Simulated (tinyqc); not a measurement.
# Transfer length from front and end resistance

Question. A contact of length d and width W has Rc = (Rsh Lt/W) coth(d/Lt) and Re = (Rsh Lt/W)/sinh(d/Lt), with Rsh the sheet resistance under the metal and Lt = sqrt(rc/Rsh). Find Lt, Rsh and rc.

Inputs (values chosen for the exercise):
- d = 0.018 um (contact length)
- W = 0.98 um (contact width)

Rc = 75.098956 ohm
Re = 72.996744 ohm

Answer. Rc/Re = cosh(d/Lt) gives Lt, and Re then gives Rsh.

Lt = 0.0752 um
Rsh = 230 ohm/sq
rc = 1.30e-8 ohm cm^2

Computed by the program tinyqc: `OMP_NUM_THREADS=1 python tinyqc.py 2760015 2760016 out.jsonl`, one thread of a shared Intel Xeon 2.30GHz, about 0.01 s for the whole run.
